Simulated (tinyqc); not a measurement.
Hueckel theory of the pi electrons, for the molecule BC=C(N)C=O (SMILES; centres numbered as the heavy atoms are written), step by step. One step of it, computed by the program tinyqc.

Question. Orbitals. Diagonalise; E = alpha + x beta with beta < 0, so the largest x are filled first; degenerate levels share their electrons. P = sum n_i c_ri c_si; each orbital has its largest coefficient positive (the first on a tie).

Hueckel matrix in units of beta (H = alpha + beta A), lower triangle:
```
,1B,2C,3C,4N,5C,6O
1B,-1.000000
2C,0.700000,0.000000
3C,0.000000,1.000000,0.000000
4N,0.000000,0.000000,0.800000,1.500000
5C,0.000000,0.000000,1.000000,0.000000,0.000000
6O,0.000000,0.000000,0.000000,0.000000,1.000000,1.000000
```

pi electrons, sum of z_r less the charge = 6

Give: x values; occupations; coefficients; charge and bond-order matrix P.

Answer.

x values: 2.1815  1.5807  0.8511  -0.1786  -1.1589  -1.7758

occupations: 2.0000  2.0000  2.0000  0.0000  0.0000  0.0000

coefficients:
```
,MO1,MO2,MO3,MO4,MO5,MO6
1B,0.0572,-0.0113,0.2501,-0.3903,0.7583,0.4546
2C,0.2601,-0.0416,0.6613,-0.4580,-0.1721,-0.5038
3C,0.5273,-0.0579,0.3878,0.3550,-0.3314,0.5765
4N,0.6191,-0.5743,-0.4781,-0.1692,0.0997,-0.1408
5C,0.3950,0.4095,0.0512,0.5300,0.4764,-0.4072
6O,0.3343,0.7052,-0.3442,-0.4497,-0.2207,0.1467
```

charge and bond-order matrix P, lower triangle:
```
,1B,2C,3C,4N,5C,6O
1B,0.1319
2C,0.3615,1.0135
3C,0.2556,0.7921,0.8636
4N,-0.1553,-0.2626,0.3485,1.8832
5C,0.0616,0.2391,0.4089,-0.0303,0.6527
6O,-0.1498,-0.3401,0.0039,-0.0669,0.8064,1.4551
```
